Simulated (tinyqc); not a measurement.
# Small-signal admittance of a forward-biased p+-n diode, step by step

tinyqc, about 0.01 s, one thread, Intel Xeon 2.30GHz (shared host): `OMP_NUM_THREADS=1 python tinyqc.py 2890169 2890170 out.jsonl` Printed values are rounded.

Holes injected into a neutral base of width wb with an ohmic contact at its end; low injection, p0 far above the equilibrium density. A small voltage v exp(i w t), w = 2 pi f, modulates the edge density by p0 v/Vt, and the small-signal density obeys Dp d2p/dx2 = (1/tau + i w) p.

Parameters, values chosen for the exercise; permittivity close to that of silicon:

| symbol | value | unit | meaning |
|---|---|---|---|
| T | 300 | K | temperature |
| eps_r | 11.7 |  | relative permittivity |
| Nd | 1.7e15 | cm^-3 | donor density of the base |
| Dp | 9.6 | cm^2/s | hole diffusion coefficient |
| tau | 4e-7 | s | hole lifetime |
| wb | 53 | um | width of the neutral base |
| p0 | 2.9e12 | cm^-3 | excess hole density at the junction edge |
| Na | 1e19 | cm^-3 | acceptor density of the p+ side |
| f | 1.2e6 | Hz | signal frequency |

Constants: q = 1.602176634e-19 C, kB = 1.380649e-23 J/K, Vt = kB T/q, eps0 = 8.8541878128e-14 F/cm where lengths are in cm. Results are converted to the units shown.

## Closed-form admittance

L = sqrt(Dp tau); direct current J = (q Dp p0/L) coth(wb/L); k = sqrt(1 + i w tau)/L; diffusion admittance Y = (q Dp p0/Vt) k coth(k wb) = G + i w C_diff; junction capacitance C_j = sqrt(q eps0 eps_r Nd/(2 Vr)) in the depletion approximation, with the remaining barrier Vr = Vt ln(Na/p0), a rough value under forward bias; base-width modulation is left out.

L = 19.5959 um
J = 0.00229668 A/cm^2
k wb = 3.90884+2.82204i
Y = 0.127288+0.091990i S/cm^2
C_diff = 0.0122006 uF/cm^2
C_j = 0.0190400 uF/cm^2

G is 1.43 times its low-frequency value J/Vt, and C_diff is 0.641 times C_j.

## The same by finite differences

7 equal intervals, h = wb/7; u = small-signal density over its edge value, u_0 = 1, u_7 = 0; u_(i-1) + b u_i + u_(i+1) = 0 with b = -2 - h^2 (1/tau + i w)/Dp; Y = (q Dp p0/(Vt h)) (-b/2 - u_1), which includes the half box at the edge.

b = -2.14929-0.45024i
u, node 1 to 6: [0.527286-0.217435i, 0.231187-0.229925i, 0.073123-0.172649i, 0.003710-0.108226i, -0.016422-0.058288i, -0.012762-0.024446i]
Y on the mesh = 0.124732+0.100850i S/cm^2

Against the closed form the real part is 2.0 % below it and the imaginary part 9.6 % above it; |k h| = 0.69.
